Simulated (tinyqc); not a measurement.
Inside a calculation. Model: threshold-voltage variability of a planar MOSFET, analytic estimates.

Program tinyqc, `OMP_NUM_THREADS=1 python tinyqc.py 2090170 2090171 out.jsonl`; Intel Xeon 2.30GHz, shared host, one thread, about 0.01 s. Printed values are rounded.

Three independent sources add in quadrature: random dopants in the depleted layer, metal-gate grains of two orientations, and roughness of the two gate edges acting through the roll-off VT = VT(long) - Vr exp(-L/l). These are first-order estimates: no three-dimensional electrostatics, no percolation.

Inputs (values chosen for the exercise); material values close to those of silicon:
```
symbol,value,unit,meaning
T,325,K,temperature
Eg,1.1,eV,band gap
eps_r,11.5,,relative permittivity of the semiconductor
Nc,3.12e19,cm^-3,conduction-band density of states at T
Nv,3e19,cm^-3,valence-band density of states at T
Na,2.3e18,cm^-3,channel doping
ti,2.1,nm,oxide-equivalent thickness in inversion
L,65,nm,gate length
W,290,nm,gate width
G,10,nm,metal grain size
dW,0.1,eV,work-function difference of the two grain orientations
p,0.6,,share of the orientation of higher work function
De,0.7,nm,rms roughness of one gate edge
La,30,nm,correlation length of the roughness
l,13,nm,decay length of the threshold roll-off
Vr,2.4,V,prefactor of the roll-off
n,1.33,,subthreshold factor
gI,15,1/V,gm/I of a matched pair
sb,1.6,%,spread of the gain factor of one device
Nb,33554432,,number of cells
Y,0.91,,wanted yield
```

Constants: q = 1.602176634e-19 C, kB = 1.380649e-23 J/K, Vt = kB T/q, eps0 = 8.8541878128e-14 F/cm where lengths are in cm. Results are converted to the units shown.

## Random dopants

ni = sqrt(Nc Nv) exp(-Eg/(2 Vt)), Eg in volts; Cox = 3.9 eps0/ti; Wd = sqrt(4 eps0 eps_r Vt ln(Na/ni)/(q Na)); dopants: s1 = (q/Cox) sqrt(Na Wd/(3 L W)). The slope A1 = s1 sqrt(L W); mean number of dopants Na L W Wd.

Cox = 1.64435 uF/cm^2
Wd = 22.9737 nm
mean number of dopants = 996.025
A1 = 1.29311 mV um
s1 = 9.41845 mV

Counting alone, 1/sqrt(N) of the depletion voltage q Na Wd/Cox = 515 mV, would give sqrt(3) times more: dopants deep in the layer act less on the surface.

## Metal grains and edge roughness

Grains: Ng = L W/G^2 (at least 1), s2 = dW sqrt(p (1 - p)/Ng). Edges, with exponential correlation and u = W/La: the mean gate length has sL^2 = 2 De^2 (2/u)[1 - (1 - exp(-u))/u]; s3 = sL (Vr/l) exp(-L/l).

Ng = 188.5
s2 = 3.56821 mV
sL = 0.426362 nm
dVT/dL = 1.24393 mV/nm
s3 = 0.530364 mV

## Total spread, mismatch and leakage

s = sqrt(s1^2 + s2^2 + s3^2). For a pair: s(dVT) = sqrt(2) s; current mismatch sqrt(2) sqrt((gI s)^2 + sb^2); input offset = current mismatch/gI. For a Gaussian VT the off current is log-normal with mean/median = exp(s^2/(2 (n Vt)^2)).

s = 10.0857 mV
s(dVT) = 14.2633 mV
current mismatch = 21.5142 %
input offset = 14.3428 mV
mean/median of Ioff = 1.03734

The dopants give 87.2 % of the variance; without them s would be 3.61 mV.

## Iteration 1: margin in standard deviations for the wanted yield

k at the start = 3

Cells fail independently with probability Q(k) = erfc(k/sqrt(2))/2 when the margin is k standard deviations, and Y = exp(-Nb Q(k)). phi = exp(-k^2/2)/sqrt(2 pi). Newton steps on ln Q(k) = ln(-ln(Y)/Nb): k(new) = k + [ln Q - ln(-ln(Y)/Nb)] Q/phi.

Q(k) = 0.00134990
phi = 0.00443185
k after iteration 1 = 6.98469

## Iteration 2: margin in standard deviations for the wanted yield

As before.

Q(k) = 1.42748e-12
phi = 1.01672e-11
k after iteration 2 = 5.91971

## Course of the iteration: margin in standard deviations for the wanted yield

Stop when k changes by less than 1e-9, or after 30 iterations.

Course of the iteration:
```
iteration        k  |change|
1          6.98469      3.98
2          5.91971      1.06
3          5.82833    0.0914
4          5.82765   6.80e-4
5          5.82765   3.76e-8
6          5.82765   < 1e-12
```

Converged in 6 iterations. At the end the number of correct digits about doubles with each step. With s(dVT) = 14.3 mV, 5.83 standard deviations are 83.1 mV.
